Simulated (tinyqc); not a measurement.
Inside a calculation. Method: plane-wave Kohn-Sham cycle with exchange-only LDA in a layered model solid. Computed by tinyqc, a small Python program that keeps every step. Settings: points = 16, plane-wave index or count = 2, electrons = 2, k points = 3, area = 18.0, mixing = 0.1, iteration cap = 76, Pulay depth = 5. Command: `OMP_NUM_THREADS=1 python tinyqc.py 28880 28881 out.jsonl` (the two numbers bound the seeds that draw the settings). One thread of a shared host (Intel(R) Xeon(R) Processor @ 2.60GHz), about 0.01 s of CPU time with the checks. Later iterations appear only in the table of the cycle.

## Iteration 1: potential

A solid whose potential varies along x alone (atomic units):
```
parameter,value
period a,13.000000
cross-section of the cell,18.000000
electrons per cell,2
grid points,16
"plane waves -n..n, n",2
k points,3
V1 in V1 cos(2 pi x/a),-0.690000
```

density at the start, on the grid x_j = j a/N (e/bohr^3): 0.00854701  0.00854701  0.00854701  0.00854701  0.00854701  0.00854701  0.00854701  0.00854701  0.00854701  0.00854701  0.00854701  0.00854701  0.00854701  0.00854701  0.00854701  0.00854701

V_H(G) = 4 pi rho(G)/G^2 for G != 0 (uniform background); v_x = -(3 rho/pi)^(1/3); V = V_ext + V_H + v_x; Fourier components f(G_m) = (1/N) sum_j f(x_j) exp(-i G_m x_j).

Potentials on the grid (hartree):
```
x,V_ext,V_H,v_x,V
0.000000,-0.690000,0.000000,-0.201339,-0.891339
0.812500,-0.637477,0.000000,-0.201339,-0.838816
1.625000,-0.487904,0.000000,-0.201339,-0.689243
2.437500,-0.264052,0.000000,-0.201339,-0.465391
3.250000,0,0.000000,-0.201339,-0.201339
4.062500,0.264052,0.000000,-0.201339,0.062712
4.875000,0.487904,0.000000,-0.201339,0.286564
5.687500,0.637477,0.000000,-0.201339,0.436138
6.500000,0.690000,0.000000,-0.201339,0.488661
7.312500,0.637477,0.000000,-0.201339,0.436138
8.125000,0.487904,0.000000,-0.201339,0.286564
8.937500,0.264052,0.000000,-0.201339,0.062712
9.750000,0,0.000000,-0.201339,-0.201339
10.562500,-0.264052,0.000000,-0.201339,-0.465391
11.375000,-0.487904,0.000000,-0.201339,-0.689243
12.187500,-0.637477,0.000000,-0.201339,-0.838816
```

V(G_m), m = 0, 1, 2, ... (hartree): -0.201339  -0.345000  0.000000  0.000000  0.000000

## Iteration 1: Hamiltonian at one k

k = 0.000000 2 pi / a

H(m,m') = (k + G_m)^2/2 delta + V(G_m - G_m'), with V(-G) = V(G).

H (hartree), lower triangle:
```
,-2,-1,+0,+1,+2
-2,0.265861
-1,-0.345000,-0.084539
+0,0.000000,-0.345000,-0.201339
+1,0.000000,0.000000,-0.345000,-0.084539
+2,0.000000,0.000000,0.000000,-0.345000,0.265861
```

## Iteration 1: levels at that k

Diagonalise the Hermitian matrix.

eigenvalues (hartree): -0.692927  -0.296276  0.085492  0.477598  0.587417

## Iteration 1: new density

Motion across x is left out: the lowest 1 band(s) hold two electrons at each of the k points (j + 1/2)/nk - 1/2. Residual R = rho(out) - rho(in); rho(new) = rho(in) + 0.1 R. rho(out) = 2/(a A nk) sum |psi|^2 with psi = sum c exp(i G x). Harris energy E = band energy - dV sum rho (V_H/2 + v_x) + (3/4) dV sum rho v_x with rho(in), dV = a A/N, band energy = (2/nk) sum of the filled levels.

rho(out) (e/bohr^3): 0.03411012  0.02842350  0.01607828  0.00569298  0.00103608  0.00006271  0.00000278  0.00000886  0.00003168  0.00000886  0.00000278  0.00006271  0.00103608  0.00569298  0.01607828  0.02842350

density after iteration 1 (e/bohr^3): 0.01110332  0.01053466  0.00930014  0.00826161  0.00779592  0.00769858  0.00769259  0.00769319  0.00769548  0.00769319  0.00769259  0.00769858  0.00779592  0.00826161  0.00930014  0.01053466

energy per cell = -1.28238942 hartree

## Iteration 2: potential

As before.

Potentials on the grid (hartree):
```
x,V_ext,V_H,v_x,V
0.000000,-0.690000,0.089053,-0.219689,-0.820636
0.812500,-0.637477,0.078862,-0.215872,-0.774487
1.625000,-0.487904,0.052658,-0.207087,-0.642333
2.437500,-0.264052,0.020049,-0.199073,-0.443076
3.250000,0,-0.010612,-0.195260,-0.205872
4.062500,0.264052,-0.035297,-0.194444,0.034311
4.875000,0.487904,-0.052998,-0.194393,0.240512
5.687500,0.637477,-0.063613,-0.194398,0.379465
6.500000,0.690000,-0.067148,-0.194418,0.428435
7.312500,0.637477,-0.063613,-0.194398,0.379465
8.125000,0.487904,-0.052998,-0.194393,0.240512
8.937500,0.264052,-0.035297,-0.194444,0.034311
9.750000,0,-0.010612,-0.195260,-0.205872
10.562500,-0.264052,0.020049,-0.199073,-0.443076
11.375000,-0.487904,0.052658,-0.207087,-0.642333
12.187500,-0.637477,0.078862,-0.215872,-0.774487
```

V(G_m), m = 0, 1, 2, ... (hartree): -0.200948  -0.312200  0.002436  -0.000103  -0.000019

## Iteration 2: Hamiltonian at one k

k = 0.000000 2 pi / a

As before.

H (hartree), lower triangle:
```
,-2,-1,+0,+1,+2
-2,0.266253
-1,-0.312200,-0.084148
+0,0.002436,-0.312200,-0.200948
+1,-0.000103,0.002436,-0.312200,-0.084148
+2,-0.000019,-0.000103,0.002436,-0.312200,0.266253
```

## Iteration 2: levels at that k

As before.

eigenvalues (hartree): -0.635762  -0.268669  0.078452  0.448357  0.540884

## Iteration 2: new density

B (overlaps of the stored error matrices):
```
,1,2
1,2.1944671e-03,1.9448503e-03
2,1.9448503e-03,1.7239853e-03
```

Motion across x is left out: the lowest 1 band(s) hold two electrons at each of the k points (j + 1/2)/nk - 1/2. Residual R = rho(out) - rho(in); rho(new) = rho(in) + 0.1 R; Pulay mixing then takes sum c_i of the stored mixed densities, with c from B_ij = sum R_i R_j as in DIIS. rho(out) = 2/(a A nk) sum |psi|^2 with psi = sum c exp(i G x). Harris energy E = band energy - dV sum rho (V_H/2 + v_x) + (3/4) dV sum rho v_x with rho(in), dV = a A/N, band energy = (2/nk) sum of the filled levels.

rho(out) (e/bohr^3): 0.03354890  0.02810237  0.01618993  0.00598090  0.00120781  0.00009612  0.00000210  0.00000864  0.00002750  0.00000864  0.00000210  0.00009612  0.00120781  0.00598090  0.01618993  0.02810237

DIIS coefficients: -7.681757  8.681757

density after iteration 2 (e/bohr^3): 0.03059002  0.02578652  0.01528169  0.00628155  0.00207628  0.00109831  0.00101589  0.00102165  0.00103832  0.00102165  0.00101589  0.00109831  0.00207628  0.00628155  0.01528169  0.02578652

energy per cell = -1.17499812 hartree

## Convergence

Stop when sqrt(dV sum R^2) is below 1e-8, dV = a A/N.

Course of the cycle:
```
iteration,E (hartree),norm of the residual
1,-1.28238942,1.79e-01
2,-1.17499812,1.59e-01
3,-0.81265934,7.29e-02
4,-0.88826602,1.59e-01
5,-0.80694071,6.73e-02
6,-0.80654761,2.99e-02
7,-0.80014889,1.65e-02
8,-0.81290401,4.05e-02
9,-0.79843218,4.57e-03
10,-0.79841271,1.39e-03
11,-0.79843307,2.13e-03
12,-0.79840633,8.64e-04
13,-0.79840148,2.00e-04
14,-0.79840124,8.73e-07
15,-0.79840124,2.36e-08
16,-0.79840124,1.40e-10
```

Converged in 16 iterations. Before convergence this energy mixes input and output and is not variational, so it may rise towards its limit.
